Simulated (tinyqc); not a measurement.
Worked calculation: UHF in the sto-6g basis, for H4, spin multiplicity 1. One step of it, computed by the program tinyqc.

Problem. Orthogonalisation. S = U s U^T; symmetric (Loewdin) form X = U s^(-1/2) U^T, so that X^T S X = 1.

overlap S, lower triangle:
```
          1H 1s     2H 1s     3H 1s     4H 1s
1H 1s  1.000000
2H 1s  0.523546  1.000000
3H 1s  0.024511  0.124391  1.000000
4H 1s  0.004071  0.024511  0.523546  1.000000
```

Give: eigenvalues of S; X.

Solution.

eigenvalues of S: 0.433  0.513  1.438  1.616

X, lower triangle:
```
        1H 1s   2H 1s   3H 1s  4H 1s
1H 1s   1.130
2H 1s  -0.322   1.138
3H 1s   0.019  -0.080   1.138
4H 1s  -0.005   0.019  -0.322  1.130
```
